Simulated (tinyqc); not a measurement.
Six-band Luttinger-Kohn model with strain: sweeps and comparisons. A value that a table varies takes the place of the one given here.

Six-band Luttinger-Kohn model in the basis |3/2,3/2>, |3/2,1/2>, |3/2,-1/2>, |3/2,-3/2>, |1/2,1/2>, |1/2,-1/2>, electron energies, zero at the top of the unstrained valence band. H = -[rows: (P+Q, -S, R, 0, -S/r2, r2 R); (-S*, P-Q, 0, R, -r2 Q, r32 S); (R*, 0, P-Q, S, r32 S*, r2 Q); (0, R*, S*, P+Q, -r2 R*, -S*/r2); (-S*/r2, -r2 Q, r32 S, -r2 R, P+Dso, 0); (r2 R*, r32 S*, r2 Q, -S/r2, 0, P+Dso)], r2 = sqrt(2), r32 = sqrt(3/2). Levels are twofold.

P = c g1 k^2 - av tr(e); Q = c g2 (kx^2 + ky^2 - 2 kz^2) - (b/2)(exx + eyy - 2 ezz); R = c sqrt3 [-g2 (kx^2 - ky^2) + 2i g3 kx ky] + (sqrt3/2) b (exx - eyy) - i d exy; S = 2 c sqrt3 g3 (kx - i ky) kz - d (exz - i eyz); c = hbar^2/2m0, e the strain tensor (not engineering shear).

s11 = (C11 + C12)/((C11 - C12)(C11 + 2 C12)), s12 = -C12/((C11 - C12)(C11 + 2 C12)), s44 = 1/C44; exx = s11 sxx + s12 (syy + szz) and cyclic, exy = s44 sxy/2; tension is positive. A uniaxial stress X along the unit vector n is s_ij = X n_i n_j.

Constants: hbar^2/2m0 = 3.80998211 eV angstrom^2.

Inputs chosen for the exercise (near those of Ge; shifted at random, so the results belong to these values and not to a real crystal):
```
symbol  value           unit  meaning
Dso     0.284           eV    spin-orbit splitting
g1      13.41                 Luttinger gamma1
g2      4.22                  gamma2
g3      5.67                  gamma3
av      1.21            eV    valence hydrostatic potential
b       -2.59           eV    tetragonal shear potential
d       -5.4            eV    trigonal shear potential
C11     130.2           GPa
C12     47.4            GPa
C44     65.5            GPa
load    uniaxial [111]        kind of stress
X1      1.5             GPa   size of the stress
E_h     20              meV   hole energy below the top
X       -0.49           GPa   stress
```

## Sweep of a uniaxial [111] stress

Edges at k = 0 and curvature masses of the top pair along [100] and [001] (step 0.0002 1/angstrom); at zero stress the top is fourfold and has no single curvature.

Edges and masses:
```
X (GPa)  top (eV)  second (eV)  third (eV)  splitting (meV)  m [100]  m [001]
-2.10      0.0530      -0.0613     -0.3096            114.3    0.075    0.075
-1.40      0.0326      -0.0408     -0.2984             73.5    0.075    0.075
-0.70      0.0147      -0.0204     -0.2896             35.2    0.075    0.075
0.00       0.0000       0.0000     -0.2840              0.0        -        -
0.70       0.0204      -0.0108     -0.2823             31.3    0.075    0.075
1.40       0.0408      -0.0172     -0.2850             58.1    0.075    0.075
2.10       0.0613      -0.0190     -0.2924             80.3    0.075    0.075
```

What does this show?

The splitting reaches 114.3 meV under compression and 80.3 meV under the same tension; linear shear terms alone would make the two equal, and the difference comes from the coupling to the split-off band. At the ends of the sweep the top pair has a mass along [100] of 0.075 under compression and 0.075 under tension, nearly the same; along [001] it has 0.075 and 0.075. The top edge itself moves by +53 and +61 meV.

## Which stress helps holes along [110]

Each load has size X1 (biaxial: sxx = syy); masses are curvatures of the top pair at k = 0.

Results:
```
load                         splitting (meV)  top edge (meV)  m [110]  m [001]
uniaxial [110], compression             86.0            39.5    0.035    0.144
uniaxial [110], tension                 66.7            47.2    0.310    0.051
uniaxial [100], compression            106.7            51.7    0.060    0.140
uniaxial [100], tension                 76.5            55.0    0.088    0.057
uniaxial [111], compression             79.2            35.4    0.047    0.075
uniaxial [111], tension                 61.5            43.8    0.129    0.075
biaxial (001), compression              76.5            30.8    0.057    0.201
biaxial (001), tension                 106.7            75.9    0.140    0.038
```

What does this show, and why?

The lightest mass along [110] (0.035) comes with uniaxial [110], compression. The largest splitting (106.7 meV) comes with uniaxial [100], compression; biaxial (001), tension. The heaviest mass along [001] (0.201), which lowers the confinement energy in a (001) channel, comes with biaxial (001), compression. The splitting per GPa follows b (s11 - s12) for loads along cube axes and d s44 for [111]: here 2 |b| (s11 - s12) = 62.6 and |d| s44/sqrt3 = 47.6 meV per GPa in the limit of large Dso; where the splitting nears Dso, mixing with the split-off band makes it depend on the sign of the load.

## Warping of the constant-energy contours (six-band Luttinger-Kohn model)

No strain (e = 0). In the plane kz = 0, |k| where the top and second pairs lie E_h below the top, against the angle from [100]; m = c k^2/E_h.

Contours:
```
angle (degrees)  k top (1/angstrom)  k second (1/angstrom)  m top (m0)  m second (m0)
0                            0.0325                 0.0157       0.201          0.047
9                            0.0333                 0.0156       0.211          0.046
18                           0.0357                 0.0154       0.243          0.045
27                           0.0395                 0.0152       0.297          0.044
36                           0.0436                 0.0150       0.362          0.043
45                           0.0456                 0.0150       0.396          0.043
```

How do the results move?

The heavy contour reaches 1.402 times as far along [110] as along [100], the light one 0.955 times. The warping follows g3 - g2 = 1.45 and would vanish for g2 = g3. Along [100] the heavy mass is 1/(g1 - 2 g2) = 0.201 at any energy, while the light one is 0.0468, against 1/(g1 + 2 g2) = 0.0458 at the edge, for E_h/Dso = 0.07.

## What each parameter does

Edges at k = 0 under a uniaxial [111] stress X and the curvature mass of the top pair along [100] (step 0.0002 1/angstrom). Each row changes one parameter from the base and keeps the others.

Results:
```
case            top (eV)  second (eV)  third (eV)  mass (m0)
base              0.0099      -0.0143     -0.2876      0.075
X = -0.588 GPa    0.0121      -0.0172     -0.2885      0.075
Dso = 0.341 eV    0.0098      -0.0143     -0.3444      0.075
C44 = 78.6 GPa    0.0077      -0.0124     -0.2873      0.075
g1 = 16.092       0.0099      -0.0143     -0.2876      0.062
g2 = 3.376        0.0099      -0.0143     -0.2876      0.075
d = -6.48 eV      0.0127      -0.0166     -0.2879      0.075
g3 = 6.804        0.0099      -0.0143     -0.2876      0.075
```

What does this show?

The largest shifts from the base row, up to three for each result and ties (the steps differ in size, so this ranks the rows, not the parameters). top (eV): d +0.0027, C44 -0.0022, X +0.0022; unchanged at the printed digits by g1, g2 and g3. second (eV): X -0.0029, d -0.0023, C44 +0.0019; unchanged at the printed digits by Dso, g1, g2 and g3. third (eV): Dso -0.0569, X -0.0009, d -0.0004; unchanged at the printed digits by g1, g2 and g3. mass (m0): g1 -0.012; unchanged at the printed digits by X, Dso, C44, g2, d and g3. The Luttinger parameters multiply k^2 and cannot move the edges; av shifts all edges alike and leaves the mass.

tinyqc: `OMP_NUM_THREADS=1 python tinyqc.py 1051547 1051548 out.jsonl`; about 0.03 s, one thread, shared Intel(R) Xeon(R) Processor @ 2.30GHz.
